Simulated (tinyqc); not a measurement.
What moves the results: six-band Luttinger-Kohn model with strain. A value that a table varies takes the place of the one given here.

Six-band Luttinger-Kohn model in the basis |3/2,3/2>, |3/2,1/2>, |3/2,-1/2>, |3/2,-3/2>, |1/2,1/2>, |1/2,-1/2>, electron energies, zero at the top of the unstrained valence band. H = -[rows: (P+Q, -S, R, 0, -S/r2, r2 R); (-S*, P-Q, 0, R, -r2 Q, r32 S); (R*, 0, P-Q, S, r32 S*, r2 Q); (0, R*, S*, P+Q, -r2 R*, -S*/r2); (-S*/r2, -r2 Q, r32 S, -r2 R, P+Dso, 0); (r2 R*, r32 S*, r2 Q, -S/r2, 0, P+Dso)], r2 = sqrt(2), r32 = sqrt(3/2). Levels are twofold.

P = c g1 k^2 - av tr(e); Q = c g2 (kx^2 + ky^2 - 2 kz^2) - (b/2)(exx + eyy - 2 ezz); R = c sqrt3 [-g2 (kx^2 - ky^2) + 2i g3 kx ky] + (sqrt3/2) b (exx - eyy) - i d exy; S = 2 c sqrt3 g3 (kx - i ky) kz - d (exz - i eyz); c = hbar^2/2m0, e the strain tensor (not engineering shear).

s11 = (C11 + C12)/((C11 - C12)(C11 + 2 C12)), s12 = -C12/((C11 - C12)(C11 + 2 C12)), s44 = 1/C44; exx = s11 sxx + s12 (syy + szz) and cyclic, exy = s44 sxy/2; tension is positive. A uniaxial stress X along the unit vector n is s_ij = X n_i n_j.

Constants: hbar^2/2m0 = 3.80998211 eV angstrom^2.

Inputs chosen for the exercise (near those of Si; not measured data): Dso = 0.045 eV (spin-orbit splitting); g1 = 4.29 (Luttinger gamma1); g2 = 0.34 (gamma2); g3 = 1.45 (gamma3); av = 2.45 eV (valence hydrostatic potential); b = -2.19 eV (tetragonal shear potential); d = -4.75 eV (trigonal shear potential); C11 = 167.6 GPa; C12 = 62.4 GPa; C44 = 75.9 GPa; load = uniaxial [111] (kind of stress); X1 = 1 GPa (size of the stress); E_h = 40 meV (hole energy below the top); X = -2.23 GPa (stress).

## Sweep of a uniaxial [111] stress

Edges at k = 0 and curvature masses of the top pair along [100] and [001] (step 0.0002 1/angstrom); at zero stress the top is fourfold and has no single curvature.

Edges and masses:

| X (GPa) | top (eV) | second (eV) | third (eV) | splitting (meV) | m [100] | m [001] |
|---|---|---|---|---|---|---|
| -1.50 | 0.0311 | -0.0397 | -0.0741 | 70.8 | 0.233 | 0.233 |
| -1.00 | 0.0187 | -0.0264 | -0.0624 | 45.2 | 0.233 | 0.233 |
| -0.50 | 0.0077 | -0.0132 | -0.0521 | 20.9 | 0.233 | 0.233 |
| 0.00 | 0.0000 | 0.0000 | -0.0450 | 0.0 | - | - |
| 0.50 | 0.0132 | -0.0008 | -0.0449 | 14.0 | 0.233 | 0.233 |
| 1.00 | 0.0264 | 0.0057 | -0.0520 | 20.7 | 0.233 | 0.233 |
| 1.50 | 0.0397 | 0.0159 | -0.0628 | 23.8 | 0.233 | 0.233 |

The splitting reaches 70.8 meV under compression and 23.8 meV under the same tension; linear shear terms alone would make the two equal, and the difference comes from the coupling to the split-off band. At the ends of the sweep the top pair has a mass along [100] of 0.233 under compression and 0.233 under tension, nearly the same; along [001] it has 0.233 and 0.233. The top edge itself moves by +31 and +40 meV.

## Which stress helps holes along [110]

Each load has size X1 (biaxial: sxx = syy); masses are curvatures of the top pair at k = 0.

Results:

| load | splitting (meV) | top edge (meV) | m [110] | m [001] |
|---|---|---|---|---|
| uniaxial [110], compression | 47.0 | 20.0 | 0.118 | 0.272 |
| uniaxial [110], tension | 21.4 | 27.3 | 0.447 | 0.208 |
| uniaxial [100], compression | 52.9 | 23.7 | 0.217 | 0.272 |
| uniaxial [100], tension | 21.9 | 29.2 | 0.243 | 0.216 |
| uniaxial [111], compression | 45.2 | 18.7 | 0.146 | 0.233 |
| uniaxial [111], tension | 20.7 | 26.4 | 0.352 | 0.233 |
| biaxial (001), compression | 21.9 | 4.1 | 0.216 | 0.277 |
| biaxial (001), tension | 52.9 | 48.8 | 0.272 | 0.181 |

The lightest mass along [110] (0.118) comes with uniaxial [110], compression. The largest splitting (52.9 meV) comes with uniaxial [100], compression; biaxial (001), tension. The heaviest mass along [001] (0.277), which lowers the confinement energy in a (001) channel, comes with biaxial (001), compression. The splitting per GPa follows b (s11 - s12) for loads along cube axes and d s44 for [111]: here 2 |b| (s11 - s12) = 41.6 and |d| s44/sqrt3 = 36.1 meV per GPa in the limit of large Dso; where the splitting nears Dso, mixing with the split-off band makes it depend on the sign of the load.

## Warping of the constant-energy contours (six-band Luttinger-Kohn model)

No strain (e = 0). In the plane kz = 0, |k| where the top and second pairs lie E_h below the top, against the angle from [100]; m = c k^2/E_h.

Contours:

| angle (degrees) | k top (1/angstrom) | k second (1/angstrom) | m top (m0) | m second (m0) |
|---|---|---|---|---|
| 0 | 0.0539 | 0.0469 | 0.277 | 0.209 |
| 9 | 0.0570 | 0.0462 | 0.309 | 0.203 |
| 18 | 0.0660 | 0.0453 | 0.415 | 0.195 |
| 27 | 0.0845 | 0.0447 | 0.679 | 0.190 |
| 36 | 0.1207 | 0.0444 | 1.388 | 0.188 |
| 45 | 0.1561 | 0.0443 | 2.319 | 0.187 |

The heavy contour reaches 2.894 times as far along [110] as along [100], the light one 0.946 times. The warping follows g3 - g2 = 1.11 and would vanish for g2 = g3. Along [100] the heavy mass is 1/(g1 - 2 g2) = 0.277 at any energy, while the light one is 0.2092, against 1/(g1 + 2 g2) = 0.2012 at the edge, for E_h/Dso = 0.89.

## What each parameter does

Edges at k = 0 under a uniaxial [111] stress X and the curvature mass of the top pair along [100] (step 0.0002 1/angstrom). Each row changes one parameter from the base and keeps the others.

Results:

| case | top (eV) | second (eV) | third (eV) | mass (m0) |
|---|---|---|---|---|
| base | 0.0501 | -0.0590 | -0.0922 | 0.233 |
| Dso = 0.036 eV | 0.0520 | -0.0590 | -0.0851 | 0.233 |
| g2 = 0.408 | 0.0501 | -0.0590 | -0.0922 | 0.233 |
| C11 = 134.08 GPa | 0.0477 | -0.0614 | -0.0946 | 0.233 |
| b = -1.752 eV | 0.0501 | -0.0590 | -0.0922 | 0.233 |
| X = -2.676 GPa | 0.0620 | -0.0708 | -0.1035 | 0.233 |
| d = -3.8 eV | 0.0347 | -0.0509 | -0.0848 | 0.233 |
| g1 = 5.148 | 0.0501 | -0.0590 | -0.0922 | 0.194 |

The largest shifts from the base row, up to three for each result and ties (the steps differ in size, so this ranks the rows, not the parameters). top (eV): d -0.0155, X +0.0119, C11 -0.0024; unchanged at the printed digits by g2, b and g1. second (eV): X -0.0118, d +0.0081, C11 -0.0024; unchanged at the printed digits by Dso, g2, b and g1. third (eV): X -0.0113, d +0.0074, Dso +0.0071; unchanged at the printed digits by g2, b and g1. mass (m0): g1 -0.039; unchanged at the printed digits by Dso, g2, C11, b, X and d. The Luttinger parameters multiply k^2 and cannot move the edges; av shifts all edges alike and leaves the mass.

Computed by tinyqc, a small Python program: `OMP_NUM_THREADS=1 python tinyqc.py 1050967 1050968 out.jsonl` (the numbers bound the seed that draws the inputs); one thread of a shared host (Intel(R) Xeon(R) Processor @ 2.30GHz), about 0.08 s for the whole set of steps.
